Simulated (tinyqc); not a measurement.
Hot electrons in a saturated n-channel MOSFET, lucky-electron model: effect of the resistance of the lightly doped drain.

Beyond pinch-off the lateral field grows as Esat cosh(y/l) over the velocity-saturated region (pseudo-two-dimensional model). Impact ionisation in this region gives the substrate current, which biases the body forward through Rsub. Currents are per width. Local-field laws: they overstate ionisation when the field peak is narrower than an energy relaxation length.

Cox = 3.9 eps0/tox, l = sqrt(3 tox xj), Esat = 2 vs/mu. Overdrive g = Vg - VT + kb Vb; Vdsat = g Esat L/(g + Esat L); Id = Cox vs (g - Vdsat); dV = Vd - Id Rd - Vdsat; Em = sqrt((dV/l)^2 + Esat^2); Isub = Id (Ai/Bi) l Em exp(-Bi/Em). Vb = Rsub Isub is solved self-consistently. Lifetime tau = (Hl/Id)(Isub/Id)^(-m); 1 year = 3.15576e7 s.

Values chosen for this exercise; values close to those of silicon n-channel devices:
- L = 1.2 um (channel length)
- tox = 31 nm (oxide thickness)
- xj = 410 nm (junction depth)
- VT = 0.54 V (threshold)
- mu = 380 cm^2/(V s) (effective mobility)
- vs = 7.1e6 cm/s (saturation velocity)
- Ai = 2e6 1/cm (ionisation prefactor)
- Bi = 1.64 MV/cm (ionisation field)
- Rsub = 15000 ohm um (substrate resistance)
- kb = 0.34 (fall of VT per volt of forward body bias)
- m = 3.2 (lifetime exponent)
- Hl = 14000 s uA/um (lifetime constant)
- Vd = 5.2 V (drain voltage)
- Vg = 2.6 V (gate voltage)

Constants: eps0 = 8.8541878128e-14 F/cm where lengths are in cm. Results are converted to the units shown.

Results:

| Rd (ohm um) | Id (uA/um) | Em (MV/cm) | Isub (uA/um) | Isub/Id | tau (years) |
|---|---|---|---|---|---|
| 0 | 51.30 | 0.1976 | 0.05993 | 0.001168 | 2.093e4 |
| 150 | 51.30 | 0.1972 | 0.05884 | 0.001147 | 2.219e4 |
| 300 | 51.30 | 0.1968 | 0.05778 | 0.001126 | 2.353e4 |
| 500 | 51.30 | 0.1963 | 0.05638 | 0.001099 | 2.545e4 |
| 1200 | 51.30 | 0.1945 | 0.05169 | 0.001008 | 3.359e4 |
| 1600 | 51.30 | 0.1934 | 0.04916 | 9.583e-4 | 3.945e4 |

Estimate the missing row, Rd = 800 ohm um.

Computed row:

| Rd (ohm um) | Id (uA/um) | Em (MV/cm) | Isub (uA/um) | Isub/Id | tau (years) |
|---|---|---|---|---|---|
| 800 | 51.30 | 0.1955 | 0.05433 | 0.001059 | 2.865e4 |

With this row back in the table: As Rd goes from 0 to 1600 ohm um, Em falls from 0.198 to 0.193 MV/cm, Isub falls from 0.0599 to 0.0492 uA/um and tau rises from 20900 to 39500 years. From the first row to the last, log10(tau) changes by 0.28: 0.28 from (Isub/Id)^(-m), which holds Em and l, and under 0.005 from 1/Id. The price is 0.0821 V dropped over Rd in the last row. In every row tau is a far extrapolation that only says that hot carriers are no limit.

Program tinyqc, `OMP_NUM_THREADS=1 python tinyqc.py 2550086 2550087 out.jsonl`; Intel Xeon 2.30GHz, shared host, one thread, about 0.01 s.
